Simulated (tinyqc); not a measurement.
What moves the order: mean-field antiferromagnet of the Hubbard model on the square lattice.

e(k) = -2 t (cx + cy) - 4 t2 cx cy, ci = cos ki; one electron a site; Q = (pi, pi). <n_up - n_dn> = m cos(Q.R) gives Delta = U m/2 and bands E = e+ -/+ sqrt(e-^2 + Delta^2), e+- = (e(k) +- e(k + Q))/2 (the constant U/2 is dropped). Means run over the mesh k_i = 2 pi (j + 1/2)/N of the whole zone: mu from mean(f(E-) + f(E+)) = 1; m(out) = mean of Delta (f(E-) - f(E+))/sqrt(e-^2 + Delta^2); free energy per site F = -kT mean[ln(1 + exp(-(E- - mu)/kT)) + ln(1 + exp(-(E+ - mu)/kT))] + mu + U m^2/4. Order at T > 0 in two dimensions is an artefact of mean field.

Constants: kB = 8.617333262e-05 eV/K.

Parameters, chosen for this exercise: t = 1.11 eV (nearest hopping); t2 = 0 eV (second hopping); U = 7.2 eV (on-site repulsion); T = 300 K.

Mesh N = 48, start m = 0.9; the gap (negative: overlap) is read for that Delta on the unshifted mesh N = 64. Each row changes one parameter from the base and keeps the others.

Results:

| case | m | Delta (eV) | gap (eV) |
|---|---|---|---|
| base | 0.8476 | 3.0514 | 6.1028 |
| U = 7.92 eV | 0.8697 | 3.4442 | 6.8883 |
| t = 1.221 eV | 0.8226 | 2.9615 | 5.9230 |
| t2 = -0.056 eV | 0.8476 | 3.0514 | 5.8788 |
| T = 900 K | 0.8476 | 3.0514 | 6.1028 |

The largest shifts from the base row, up to three for each result and ties (the steps differ in size, so this ranks the rows, not the parameters). m: t -0.0250, U +0.0221; unchanged at the printed digits by t2 and T. Delta (eV): U +0.3928, t -0.0899; unchanged at the printed digits by t2 and T. gap (eV): U +0.7855, t2 -0.2240, t -0.1799; unchanged at the printed digits by T.

Program tinyqc; command `OMP_NUM_THREADS=1 python tinyqc.py 1681559 1681560 out.jsonl`; about 0.2 s on one thread of a shared Intel(R) Xeon(R) Processor @ 2.30GHz.
